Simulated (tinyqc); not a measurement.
Inside a calculation. Method: Pariser-Parr-Pople SCF with singles CI, for the molecule NC1=C2C=CC(F)=C2C=C1 (SMILES; centres numbered as the heavy atoms are written). Computed by tinyqc, a small Python program that keeps every step. Settings: charge = 0, gamma = MN, start = core, damping = 0.3, iteration cap = 76, excitations kept = 9. Command: `OMP_NUM_THREADS=1 python tinyqc.py 28676 28677 out.jsonl` (the two numbers bound the seeds that draw the settings). One thread of a shared host (Intel(R) Xeon(R) Processor @ 2.60GHz), about 0.01 s of CPU time with the checks. Later iterations appear only in the table of the cycle.

## PPP integrals

Centres (angstrom, eV; a flat drawing with bonds scaled to 1.40 angstrom):
```
centre          x          y  core charge z          W   gamma_rr
1N       2.907000   0.856000              2  25.600000  16.800000
2C       1.747000   0.073000              1  11.160000  11.130000
3C       0.431000   0.552000              1  11.160000  11.130000
4C      -0.352000   1.712000              1  11.160000  11.130000
5C      -1.698000   1.326000              1  11.160000  11.130000
6C      -1.747000  -0.073000              1  11.160000  11.130000
7F      -2.907000  -0.856000              2  39.000000  21.400000
8C      -0.431000  -0.552000              1  11.160000  11.130000
9C       0.352000  -1.712000              1  11.160000  11.130000
10C      1.698000  -1.326000              1  11.160000  11.130000
```

Resonance integrals (eV):
```
i    j       beta
1    2  -2.240000
2    3  -2.390000
3    4  -2.390000
4    5  -2.390000
5    6  -2.390000
6    7  -2.100000
6    8  -2.390000
8    9  -2.390000
9   10  -2.390000
10   2  -2.390000
8    3  -2.390000
```

Mataga-Nishimoto: gamma = 14.399645/(R + a), a = 2 x 14.399645/(gamma_rr + gamma_ss); H_rr = -W_r - sum_(s != r) z_s gamma_rs; H_rs = beta for bonds.

repulsion gamma_rs (eV), order 1N, 2C, 3C, 4C, 5C, 6C, 7F, 8C, 9C, 10C:
```
[[16.800000, 5.924182, 4.084176, 3.272151, 2.544086, 2.492608, 2.113018, 3.094084, 3.094273, 4.084219],
 [5.924182, 11.130000, 5.344620, 3.639148, 2.903411, 3.005676, 2.557150, 4.045219, 4.045736, 5.345821],
 [4.084176, 5.344620, 11.130000, 5.346468, 4.045869, 4.045219, 3.194158, 5.344221, 4.045814, 4.045755],
 [3.272151, 3.639148, 5.346468, 11.130000, 5.345034, 4.045736, 3.194360, 4.045814, 3.006570, 2.903898],
 [2.544086, 2.903411, 4.045869, 5.345034, 11.130000, 5.345821, 4.260414, 4.045755, 2.903898, 2.570178],
 [2.492608, 3.005676, 4.045219, 4.045736, 5.345821, 11.130000, 6.302237, 5.344620, 3.639148, 2.903411],
 [2.113018, 2.557150, 3.194158, 3.194360, 4.260414, 6.302237, 21.400000, 4.260367, 3.384284, 2.611357],
 [3.094084, 4.045219, 5.344221, 4.045814, 4.045755, 5.344620, 4.260367, 11.130000, 5.346468, 4.045869],
 [3.094273, 4.045736, 4.045814, 3.006570, 2.903898, 3.639148, 3.384284, 5.346468, 11.130000, 5.345034],
 [4.084219, 5.345821, 4.045755, 2.903898, 2.570178, 2.903411, 2.611357, 4.045869, 5.345034, 11.130000]]
```

core matrix H (eV), order 1N, 2C, 3C, 4C, 5C, 6C, 7F, 8C, 9C, 10C:
```
[[-58.415816, -2.240000, 0.000000, 0.000000, 0.000000, 0.000000, 0.000000, 0.000000, 0.000000, 0.000000],
 [-2.240000, -56.452295, -2.390000, 0.000000, 0.000000, 0.000000, 0.000000, 0.000000, 0.000000, -2.390000],
 [0.000000, -2.390000, -57.934635, -2.390000, 0.000000, 0.000000, 0.000000, -2.390000, 0.000000, 0.000000],
 [0.000000, 0.000000, -2.390000, -52.425689, -2.390000, 0.000000, 0.000000, 0.000000, 0.000000, 0.000000],
 [0.000000, 0.000000, 0.000000, -2.390000, -51.928966, -2.390000, 0.000000, 0.000000, 0.000000, 0.000000],
 [0.000000, 0.000000, 0.000000, 0.000000, -2.390000, -57.079322, -2.100000, -2.390000, 0.000000, 0.000000],
 [0.000000, 0.000000, 0.000000, 0.000000, 0.000000, -2.100000, -72.990365, 0.000000, 0.000000, 0.000000],
 [0.000000, 0.000000, -2.390000, 0.000000, 0.000000, -2.390000, 0.000000, -58.086869, -2.390000, 0.000000],
 [0.000000, 0.000000, 0.000000, 0.000000, 0.000000, 0.000000, 0.000000, -2.390000, -52.449782, -2.390000],
 [0.000000, -2.390000, 0.000000, 0.000000, 0.000000, 0.000000, 0.000000, 0.000000, -2.390000, -51.711119]]
```

## Starting guess

pi electrons, sum of z_r less the charge = 12

Orbitals of the core matrix H.

P at the start, order 1N, 2C, 3C, 4C, 5C, 6C, 7F, 8C, 9C, 10C:
```
[[1.931246, 0.192991, -0.081031, -0.043031, -0.036614, -0.011203, 0.000594, 0.100782, -0.146527, -0.232431],
 [0.192991, 1.427623, 0.284939, -0.010452, 0.048167, 0.075705, -0.006638, -0.269549, 0.249796, 0.745281],
 [-0.081031, 0.284939, 1.562966, 0.612432, 0.091520, -0.248711, 0.025976, 0.310208, -0.163219, -0.162673],
 [-0.043031, -0.010452, 0.612432, 0.417347, 0.281045, 0.192454, -0.024714, -0.164065, -0.301524, -0.221388],
 [-0.036614, 0.048167, 0.091520, 0.281045, 0.459871, 0.718709, -0.069522, -0.195465, -0.225273, -0.083111],
 [-0.011203, 0.075705, -0.248711, 0.192454, 0.718709, 1.559655, 0.043566, 0.245399, -0.026142, 0.051857],
 [0.000594, -0.006638, 0.025976, -0.024714, -0.069522, 0.043566, 1.995665, -0.023548, -0.000759, -0.005949],
 [0.100782, -0.269549, 0.310208, -0.164065, -0.195465, 0.245399, -0.023548, 1.604410, 0.573836, 0.021424],
 [-0.146527, 0.249796, -0.163219, -0.301524, -0.225273, -0.026142, -0.000759, 0.573836, 0.461737, 0.357950],
 [-0.232431, 0.745281, -0.162673, -0.221388, -0.083111, 0.051857, -0.005949, 0.021424, 0.357950, 0.579480]]
```

## Iteration 1: Fock matrix

F_rr = H_rr + P_rr gamma_rr / 2 + sum_(s != r) P_ss gamma_rs; F_rs = H_rs - P_rs gamma_rs / 2; E = tr P (H + F) / 2 + core repulsion sum_(r<s) z_r z_s gamma_rs.

F (eV), order 1N, 2C, 3C, 4C, 5C, 6C, 7F, 8C, 9C, 10C:
```
[[-7.952722, -2.811656, 0.165472, 0.070402, 0.046575, 0.013962, -0.000627, -0.155913, 0.226698, 0.474650],
 [-2.811656, -4.611995, -3.151444, 0.019018, -0.069924, -0.113772, 0.008488, 0.545193, -0.505305, -4.382070],
 [0.165472, -3.151444, -4.156693, -4.027175, -0.185139, 0.503045, -0.041485, -3.218911, 0.330176, 0.329068],
 [0.070402, 0.019018, -4.027175, -5.527154, -3.141098, -0.389309, 0.039472, 0.331887, 0.453276, 0.321444],
 [0.046575, -0.069924, -0.185139, -3.141098, -5.596012, -4.311044, 0.148096, 0.395401, 0.327085, 0.106805],
 [0.013962, -0.113772, 0.503045, -0.389309, -4.311044, -4.310713, -2.237282, -3.045784, 0.047568, -0.075281],
 [-0.000627, 0.008488, -0.041485, 0.039472, 0.148096, -2.237282, -15.880018, 0.050162, 0.001285, 0.007767],
 [-0.155913, 0.545193, -3.218911, 0.331887, 0.395401, -3.045784, 0.050162, -3.854780, -3.923998, -0.043340],
 [0.226698, -0.505305, 0.330176, 0.453276, 0.327085, 0.047568, 0.001285, -3.923998, -5.109977, -3.346628],
 [0.474650, -4.382070, 0.329068, 0.321444, 0.106805, -0.075281, 0.007767, -0.043340, -3.346628, -5.550656]]
```

pi energy = -184.509763 eV

## Iteration 1: orbitals and new P

Diagonalise F (the basis is taken as orthonormal) and form P = 2 sum c c over the lowest orbitals; 0.3 of the old P is kept.

orbital energies (eV): [-16.382288, -12.525197, -11.301465, -9.497495, -7.670241, -6.977256, -3.353902, 0.076802, 1.584405, 3.495918]

P after iteration 1, order 1N, 2C, 3C, 4C, 5C, 6C, 7F, 8C, 9C, 10C:
```
[[1.818537, 0.384835, -0.028869, -0.170490, -0.030546, 0.101048, -0.020725, 0.110400, -0.158698, -0.260122],
 [0.384835, 1.063234, 0.292914, 0.139802, 0.039736, -0.088692, 0.022564, -0.237456, 0.133446, 0.746866],
 [-0.028869, 0.292914, 1.227132, 0.730838, -0.096957, -0.248275, 0.035139, 0.390638, -0.016368, -0.139538],
 [-0.170490, 0.139802, 0.730838, 0.794135, 0.380740, 0.073429, -0.019318, -0.068329, -0.311439, -0.150018],
 [-0.030546, 0.039736, -0.096957, 0.380740, 0.969111, 0.788907, -0.104448, -0.160340, -0.189797, 0.061647],
 [0.101048, -0.088692, -0.248275, 0.073429, 0.788907, 1.095789, 0.128773, 0.325934, 0.151341, 0.010253],
 [-0.020725, 0.022564, 0.035139, -0.019318, -0.104448, 0.128773, 1.980970, -0.033327, -0.039088, -0.000119],
 [0.110400, -0.237456, 0.390638, -0.068329, -0.160340, 0.325934, -0.033327, 1.273001, 0.685769, -0.145995],
 [-0.158698, 0.133446, -0.016368, -0.311439, -0.189797, 0.151341, -0.039088, 0.685769, 0.749523, 0.439056],
 [-0.260122, 0.746866, -0.139538, -0.150018, 0.061647, 0.010253, -0.000119, -0.145995, 0.439056, 1.028569]]
```

## Iteration 2: Fock matrix

As before.

F (eV), order 1N, 2C, 3C, 4C, 5C, 6C, 7F, 8C, 9C, 10C:
```
[[-9.389360, -3.379917, 0.058954, 0.278935, 0.038856, -0.125936, 0.021896, -0.170793, 0.245527, 0.531198],
 [-3.379917, -5.460090, -3.172756, -0.254380, -0.057685, 0.133290, -0.028850, 0.480281, -0.269943, -4.386305],
 [0.058954, -3.172756, -5.071923, -4.343700, 0.196138, 0.502164, -0.056119, -3.433829, 0.033111, 0.282267],
 [0.278935, -0.254380, -4.343700, -5.293905, -3.407535, -0.148537, 0.030855, 0.138224, 0.468182, 0.217819],
 [0.038856, -0.057685, 0.196138, -3.407535, -5.344818, -4.498679, 0.222497, 0.324349, 0.275576, -0.079222],
 [-0.125936, 0.133290, 0.502164, -0.148537, -4.498679, -4.892819, -2.505779, -3.260995, -0.275376, -0.014884],
 [0.021896, -0.028850, -0.056119, 0.030855, 0.222497, -2.505779, -17.095385, 0.070993, 0.066142, 0.000156],
 [-0.170793, 0.480281, -3.433829, 0.138224, 0.324349, -3.260995, 0.070993, -4.918138, -4.223221, 0.295339],
 [0.245527, -0.269943, 0.033111, 0.468182, 0.275576, -0.275376, 0.066142, -4.223221, -5.187807, -3.563384],
 [0.531198, -4.386305, 0.282267, 0.217819, -0.079222, -0.014884, 0.000156, 0.295339, -3.563384, -5.603255]]
```

pi energy = -191.400173 eV

## Iteration 2: orbitals and new P

As before.

orbital energies (eV): [-17.672143, -13.608271, -11.671008, -10.531177, -8.734830, -7.884800, -3.238495, 0.618740, 1.817212, 2.647273]

P after iteration 2, order 1N, 2C, 3C, 4C, 5C, 6C, 7F, 8C, 9C, 10C:
```
[[1.771157, 0.456495, -0.026907, -0.216798, -0.027068, 0.145801, -0.030852, 0.109756, -0.166101, -0.266416],
 [0.456495, 0.962115, 0.305872, 0.196079, 0.036471, -0.151991, 0.035881, -0.227224, 0.107399, 0.727183],
 [-0.026907, 0.305872, 1.160596, 0.739803, -0.157481, -0.255741, 0.040863, 0.434434, 0.011397, -0.148884],
 [-0.216798, 0.196079, 0.739803, 0.882646, 0.441577, 0.054048, -0.022136, -0.054908, -0.318582, -0.111388],
 [-0.027068, 0.036471, -0.157481, 0.441577, 1.098601, 0.795939, -0.118046, -0.157693, -0.172004, 0.109304],
 [0.145801, -0.151991, -0.255741, 0.054048, 0.795939, 0.975522, 0.160011, 0.363330, 0.206924, -0.007519],
 [-0.030852, 0.035881, 0.040863, -0.022136, -0.118046, 0.160011, 1.974264, -0.040992, -0.053850, 0.002987],
 [0.109756, -0.227224, 0.434434, -0.054908, -0.157693, 0.363330, -0.040992, 1.190450, 0.694293, -0.198732],
 [-0.166101, 0.107399, 0.011397, -0.318582, -0.172004, 0.206924, -0.053850, 0.694293, 0.828639, 0.494221],
 [-0.266416, 0.727183, -0.148884, -0.111388, 0.109304, -0.007519, 0.002987, -0.198732, 0.494221, 1.156009]]
```

## Convergence

Stop when output and input P, before any damping, agree to 1e-7.

Course of the cycle:
```
iteration         E (eV)  largest |P(out) - P(in)|
1          -184.50976302                  7.27e-01
2          -191.40017331                  1.85e-01
3          -193.54813346                  5.64e-02
4          -194.24486901                  4.13e-02
5          -194.48762487                  3.27e-02
6          -194.58443957                  2.68e-02
7          -194.63137301                  2.26e-02
8          -194.65911607                  1.94e-02
9          -194.67802003                  1.71e-02
10         -194.69195888                  1.51e-02
11         -194.70263978                  1.34e-02
...                  ...                       ...
66         -194.74274494                  2.17e-05
67         -194.74274496                  1.93e-05
68         -194.74274498                  1.71e-05
69         -194.74274499                  1.52e-05
70         -194.74274500                  1.35e-05
71         -194.74274501                  1.20e-05
72         -194.74274502                  1.07e-05
73         -194.74274502                  9.48e-06
74         -194.74274503                  8.43e-06
75         -194.74274503                  7.49e-06
76         -194.74274503                  6.65e-06
```

Not converged within 76 iterations: the residual falls steadily but slowly, by a factor of about 0.89 a step. Reruns (cap 100 unless said): damping 0.5: not converged; damping 0: converged in 77 (E = -194.74275); the original settings with a cap of 400: converged in 112 (E = -194.74275).
